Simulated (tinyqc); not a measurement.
# A particle near a wafer in liquid: double-layer and van der Waals forces (DLVO), deposition barrier and removal, step by step

A worked calculation. Computed by tinyqc, a small Python program that keeps every step. Command: `OMP_NUM_THREADS=1 python tinyqc.py 3114099 3114100 out.jsonl dlvo walk`. One thread of a shared host (Intel(R) Xeon(R) Processor @ 2.30GHz), about 0.01 s of CPU time with the checks. Intermediate numbers are printed to about 6 digits and carried at full precision; extremes and crossings named in words are read from the listed rows.

Sphere and flat wall, Derjaguin approximation, constant potentials in the linear-superposition form, no retardation and no hydration force.

Inputs (values chosen for the exercise, of the order of those for alumina on silica in water):
```
quantity,value,unit
particle radius R,100,nm
Hamaker constant A,1e-20,J
potential of the particle psi_1,-33,mV
potential of the wafer psi_2,-36,mV
salt concentration c,0.092,mol/L
valence z of the symmetric salt,2,-
temperature T,343,K
dielectric constant of the liquid,63.7,-
gap h,2.2,nm
contact distance h0,0.4,nm
contact radius over R,0.039,-
viscosity,0.53,mPa s
```

Constants: e = 1.602176634e-19 C; N_A = 6.02214076e+23 1/mol; eps_0 = 8.8541878128e-12 F/m; k_B = 1.380649e-23 J/K; k_B = 8.617333262e-05 eV/K.

## Screening

kappa^2 = 2 z^2 e^2 N_A (1000 c)/(eps eps_0 k_B T); gamma_i = tanh(z e psi_i/(4 k_B T)); Z = 64 pi eps eps_0 (k_B T/(z e))^2 gamma_1 gamma_2.

kappa = 2.06392 1/nm

Debye length = 0.484516 nm

gamma_1 = -0.506667

gamma_2 = -0.543411

Z = 6.81935 pN

kappa R = 206.392

Like signs: the double layers repel.

## Energy and force at one gap

U(h) = Z R exp(-kappa h) - A R/(6 h); F(h) = -dU/dh = kappa Z R exp(-kappa h) - A R/(6 h^2), positive for repulsion.

double-layer energy = 1.53604 k_B T

van der Waals energy = -15.9974 k_B T

U(h) = -14.4613 k_B T

F(h) = -19.4221 pN

## The curve

The formulas are those given above.

Against the gap:
```
h (nm),kappa h,U (k_B T),F (pN)
0.4,0.8256,-24.9150,-4.25219e+02
0.6,1.2383,-16.9166,-5.49946e+01
1.0,2.0639,-16.9125,1.20181e+01
1.5,3.0959,-16.9489,-1.04071e+01
2.5,5.1598,-13.2507,-1.85838e+01
4.0,8.2557,-8.7611,-1.00510e+01
7.0,14.4474,-5.0277,-3.40061e+00
12.0,24.7670,-2.9329,-1.15741e+00
20.0,41.2783,-1.7597,-4.16667e-01
40.0,82.5566,-0.8799,-1.04167e-01
```

Caution: in rows where h is not small against R, A R/(6 h) overstates the van der Waals term. Caution: in rows with kappa h below 1 linear superposition is only rough.

## Barrier and secondary minimum

F = 0 reads x^2 exp(-x) = y with x = kappa h and y = A kappa/(6 Z); the left side peaks at x = 2 with 4/e^2 = 0.5413, so roots exist for smaller y: x < 2 is the barrier, x > 2 the secondary minimum.

y = 0.504426

position of the barrier = 0.733794 nm

barrier height = -16.2932 k_B T

position of the secondary minimum = 1.24986 nm

energy at the secondary minimum = -17.2427 k_B T

The maximum lies below zero, so nothing holds the particle off. The secondary minimum is deep enough to hold particles loosely.

## Critical salt concentration

The barrier height is zero when U = 0 and F = 0 together: kappa h = 1 and kappa = 6 Z/(e A), e = 2.718282 here; c follows from kappa^2, with the potentials held fixed.

critical kappa = 1.50522 1/nm

critical concentration = 0.0489331 mol/L

## Adding salt

kappa scales as sqrt(c); potentials are held fixed. A dash marks rows without a maximum.

Against the concentration:
```
c (mol/L),Debye length (nm),barrier at (nm),barrier (k_B T),minimum at (nm),minimum (k_B T)
4.89e-06,66.4580,4.15828,126.803,6.82026e+02,-4.65742e-02
4.89e-05,21.0159,2.39949,113.796,1.85041e+02,-1.68596e-01
4.89e-04,6.6458,1.41794,91.513,4.83190e+01,-6.28192e-01
2.45e-03,2.9691,1.00975,67.632,1.81720e+01,-1.62029e+00
9.79e-03,1.4853,0.78464,40.052,7.48427e+00,-3.76921e+00
2.45e-02,0.9389,0.69276,18.050,3.97207e+00,-6.76604e+00
4.40e-02,0.7006,0.66523,2.813,2.54570e+00,-1.00202e+01
7.34e-02,0.5424,0.68395,-10.646,1.61831e+00,-1.44579e+01
1.47e-01,0.3833,-,-,-,-
```

At low salt the barrier tends to Z R = 144 k_B T; it is half of that between 4.9e-4 and 0.0024 mol/L and changes sign at 0.049 mol/L, while the secondary minimum deepens to -10 k_B T at 0.9 of that.

## Removing an attached particle

Adhesion F_a = A R/(6 h0^2) [1 + a^2/(R h0)] - kappa Z R exp(-kappa h0), a the contact radius. Drag in a shear flow F_d = 1.7 x 6 pi mu R^2 G, acting at 1.4 R; rolling starts when 1.4 R F_d = a F_a. Wall shear stress = mu G.

van der Waals adhesion = 1437.76 pN

net adhesion F_a = 821.313 pN

wall shear stress for rolling = 71.3995 Pa

shear rate G = 134716 1/s

Checks made by the program: force against a difference of U (relative difference below 1e-10).
